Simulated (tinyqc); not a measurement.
Straight dislocations in isotropic elasticity: fields, energies, partials, Peierls stress and walls: one step, computed by the program tinyqc. Command: `OMP_NUM_THREADS=1 python tinyqc.py 3021739 3021740 out.jsonl disloc walk`. One thread of a shared host (Intel(R) Xeon(R) Processor @ 2.30GHz), about 0.01 s of CPU time with the checks.

The line runs along z, the glide plane is y = 0, and beta is the angle between b and the line (0 screw, 90 degrees edge): b_e = b sin(beta) along +x with the extra half plane at y > 0, b_s = b cos(beta). Stress is positive in tension.

Question. Splitting into partials. Shockley partials have b_p = b/sqrt(3) at the angles beta -/+ 30 degrees; their repulsion balances the fault at d = G b_p^2/(8 pi gamma) (2 - nu)/(1 - nu) [1 - 2 nu cos(2 beta)/(2 - nu)].

Inputs (values chosen for the exercise, modelled on silicon):
```
quantity                     value      unit
shear modulus G               67.4       GPa
Poisson ratio nu             0.214         -
Burgers vector b              3.84  angstrom
stacking-fault energy gamma   49.4    mJ/m^2
```

Character: screw.

Give: partial Burgers vector b_p; splitting width d; d/b.

Answer.

partial Burgers vector b_p = 2.2170 angstrom

splitting width d = 4.6101 nm

d/b = 12.006

Widely split: cross-slip and climb need a constriction first.
